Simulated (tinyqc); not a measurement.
# Floating body of a partially depleted SOI transistor: body voltage and kink: effects of single changes

Source at 0 V. Channel current Ic = 2 nf K Vt^2 [F(0) - F(Vd)](1 + la Vd), F(V) = ln^2(1 + exp((Vg - VT - nf V)/(2 nf Vt))), VT = VT0 - gb Vb. Saturation voltage Vs = 2 Vt sqrt(F(0)) + 3 Vt, excess Ve = (Vd - Vs + sqrt((Vd - Vs)^2 + 0.0004 V^2))/2, multiplication M1 = Ai Ve exp(-Bl/Ve). Each junction passes D(v) = J1 (exp(v/Vt) - 1) + J2 (exp(v/(2 Vt)) - 1). Bipolar current Ib = bb J1 (exp(Vb/Vt) - 1). The body settles where M1 (Ic + Ib) = D(Vb) + D(Vb - Vd) + Vb/Rb; drain current Id = (1 + M1)(Ic + Ib) - D(Vb - Vd).

Inputs (values chosen for the exercise); values of the order met in partially depleted silicon-on-insulator transistors: temperature T = 398 K; threshold at zero body voltage VT0 = 0.43 V; fall of the threshold per volt of body voltage gb = 0.31; slope factor nf = 1.49; gain factor per width K = 440 uA/(V^2 um); channel-length modulation factor la = 0.07 1/V; impact-ionisation prefactor Ai = 1.36 1/V; impact-ionisation voltage Bl = 4.2 V; diffusion saturation current of each junction J1 = 2.6e-9 uA/um; recombination saturation current of each junction J2 = 3.3e-7 uA/um; gain of the lateral bipolar transistor on the diffusion current bb = 0.5; resistance of a weak body tie to the source (1e9 stands for no tie, and the term is then dropped) Rb = 5000 kohm um; gate voltage Vg = 0.7 V; drain voltage Vd = 1.8 V.

Constants: q = 1.602176634e-19 C, kB = 1.380649e-23 J/K, Vt = kB T/q. Results are converted to the units shown.

Each table varies one quantity; the others keep the values above.

## Output curve and kink

Rows with more than one solution for Vb (latch) are left out; dId/dVd by a forward difference over 1e-4 V, swing = 1e-4 V over the change of log10 Id; M1 under 1e-12 is printed as 0.

Output curve and kink:

| Vd (V) | Vb (V) | M1 | Id, floating (uA/um) | Id, grounded (uA/um) | ratio | dId/dVd, floating (uS/um) | dId/dVd, grounded (uS/um) |
|---|---|---|---|---|---|---|---|
| 0.84 | 0.02165 | 3.451e-4 | 12.55 | 12.00 | 1.046 | 9.579 | 0.8627 |
| 1 | 0.1590 | 0.001922 | 16.59 | 12.16 | 1.364 | 50.61 | 1.106 |
| 1.16 | 0.5434 | 0.004187 | 31.02 | 12.37 | 2.508 | 60.62 | 1.583 |
| 1.32 | 0.6350 | 0.01174 | 35.87 | 12.67 | 2.830 | 20.48 | 2.267 |
| 1.48 | 0.6735 | 0.02681 | 38.95 | 13.10 | 2.973 | 19.10 | 3.097 |
| 1.64 | 0.7000 | 0.05111 | 42.18 | 13.67 | 3.086 | 21.63 | 4.012 |
| 1.8 | 0.7207 | 0.08571 | 45.97 | 14.39 | 3.195 | 26.06 | 4.966 |

Read the table: what changes, and by how much?

Vb rises from 0.0217 to 0.721 V and the ratio of the currents rises from 1.05 to 3.20. The output conductance with a floating body exceeds the grounded value by the largest factor among the rows, 45.8, at Vd = 1 V, where Vb = 0.159 V and M1 = 0.00192.

## Transfer curve and swing

Same model as above.

Transfer curve and swing:

| Vg (V) | Vb (V) | M1 | Id, floating (uA/um) | Id, grounded (uA/um) | ratio | swing, floating (mV/decade) | swing, grounded (mV/decade) |
|---|---|---|---|---|---|---|---|
| -0.02 | 2.514e-4 | 0.1940 | 3.078e-4 | 3.073e-4 | 1.002 | 118.4 | 118.5 |
| 0.08 | 0.001745 | 0.1934 | 0.002151 | 0.002129 | 1.010 | 118.4 | 119.6 |
| 0.18 | 0.01237 | 0.1920 | 0.01536 | 0.01429 | 1.075 | 114.1 | 122.7 |
| 0.38 | 0.6652 | 0.1502 | 6.338 | 0.4691 | 13.51 | 225.6 | 148.8 |
| 0.48 | 0.6927 | 0.1287 | 14.76 | 1.900 | 7.772 | 328.4 | 185.6 |
| 0.58 | 0.7090 | 0.1081 | 26.93 | 5.610 | 4.801 | 445.5 | 246.9 |
| 0.68 | 0.7192 | 0.08923 | 42.49 | 12.57 | 3.380 | 571.0 | 331.7 |
| 0.78 | 0.7253 | 0.07245 | 61.12 | 23.07 | 2.649 | 700.1 | 433.8 |

What does the comparison show?

Vb rises from 2.51e-4 to 0.725 V. The smallest swing among the rows is 114 mV a decade with a floating body (at Vg = 0.18 V) and 119 with a grounded one; Vt ln 10 = 79.0. The floating swing is smaller by more than 3 % for Vg = 0.18 V, where the rising Vb lowers the threshold as Vg rises. In the first row the floating body raises the current by a factor of 1.00.

Range of the model: The multiplication law is an empirical form chosen for the exercise; self-heating and capacitive coupling to the body are left out, and the linear laws are rough once Vb passes about 0.7 V or M1 about 0.1.

Program tinyqc, `OMP_NUM_THREADS=1 python tinyqc.py 2182038 2182039 out.jsonl`; Intel Xeon 2.30GHz, shared host, one thread, about 0.2 s.
